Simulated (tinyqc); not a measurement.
Wannier exciton and Elliott formula: one step. Diamagnetic shift.

Constants: hbar^2/2m0 = 3.80998211 eV angstrom^2; e/hbar = 1.519267448e-05 1/(T angstrom^2); muB = 5.788381798e-05 eV/T.

Inputs chosen for the exercise (out of a larger set: near those of Ge at its direct gap; not measured data): B = 0.28 T (magnetic field).

mu = 0.0290864 m0
a* = 298.3697 angstrom
Ry* = 1.47137 meV

Problem. For the 1s state dE = (e B)^2 <x^2 + y^2>/(8 mu m0) = c ((e/hbar) B)^2 a*^2/(2 mu), c = hbar^2/2m0; it holds while gamma = muB B/(mu Ry*) is small.

Give: dE; gamma.

Solution.

dE = 0.1055 meV
gamma = 0.379

gamma is not small, so the true shift falls below this value and turns linear in B.

tinyqc: `OMP_NUM_THREADS=1 python tinyqc.py 1281732 1281733 out.jsonl`; about 0.01 s, one thread, shared Intel(R) Xeon(R) Processor @ 2.30GHz.
